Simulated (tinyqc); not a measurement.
Cyclotron resonance of ellipsoidal valleys, Ge type, step by step. Values are carried at full precision from step to step, so a last printed digit may differ when a step is redone from the rounded ones.

Valleys along [111], [-111], [1-11], [11-1], mass ml along the axis and mt across it. B lies in the (1-10) plane, b = (sin(theta)/sqrt2, sin(theta)/sqrt2, cos(theta)). For the angle phi between B and the axis, 1/mc^2 = cos^2(phi)/mt^2 + sin^2(phi)/(mt ml). Resonance: h nu = 2 muB B/mc, h = 2 pi hbar.

Constants: hbar = 6.58211957e-16 eV s; muB = 5.788381798e-05 eV/T.

Parameters, chosen for this exercise (near those of Ge; shifted at random, so the results belong to these values and not to a real crystal):
- theta = 18 degrees (angle of B from [001] towards [110])
- ml = 1.592 m0 (longitudinal mass)
- mt = 0.083 m0 (transverse mass)
- nu = 24 GHz (microwave frequency)
- tau = 30 ps (scattering time)

## Angles to the valley axes

Give b and cos^2(phi) for each axis.

b: 0.2185  0.2185  0.9511

cos^2(phi): [111] 0.6422, [-111] 0.3015, [1-11] 0.3015, [11-1] 0.0881

## Cyclotron masses and resonance fields

For each axis, mc and B = h nu mc/(2 muB).

Resonances:
```
axis    mc (m0)   B (T)
[111]    0.1021  0.0875
[-111]   0.1428  0.1224
[1-11]   0.1428  0.1224
[11-1]   0.2254  0.1932
```

3 distinct masses appear; the limits are mt = 0.083 (B along the axis) and sqrt(ml mt) = 0.3635 (B across it).

## The same from the mass tensor

For the valley along [11-1]: M = mt 1 + (ml - mt) a a^T, and mc^2 = det M/(b M b).

M (m0), lower triangle:
```
         x        y       z
x   0.5860
y   0.5030   0.5860
z  -0.5030  -0.5030  0.5860
```

det M = 0.010967
b M b = 0.2159
mc = 0.2254 m0

## Line shape

For linear polarisation and one isotropic mass the absorbed power goes as P = [1 + (w^2 + wc^2) tau^2]/([1 + (wc^2 - w^2) tau^2]^2 + 4 w^2 tau^2), w = 2 pi nu. List it for wc/w = 0, 0.5, 0.8, 0.9, 1, 1.1, 1.2, 1.5 and 2, which is B over the resonance field.

w tau = 4.524

Power:
```
wc/w        P
0.0   0.04659
0.5   0.09237
0.8    0.2824
0.9    0.4217
1.0    0.5060
1.1    0.4205
1.2    0.2799
1.5   0.08563
2.0   0.02599
```

The largest listed value lies at wc/w = 1.0, 10.9 times the zero-field value. With w tau well above 1 the line is sharp, of relative half width about 1/(w tau). The closest two lines of this crystal are 39.8 % apart, so they are resolved.

## Checks

- Rotation frequency of dv/dt = -M^-1 (v x b) for the valley along [11-1], in units of e B/m0, against 1/mc: both 4.4370.

(tinyqc, `OMP_NUM_THREADS=1 python tinyqc.py 1250938 1250939 out.jsonl`, Intel(R) Xeon(R) Processor @ 2.30GHz, 1 thread, shared host, about 0.01 s.)
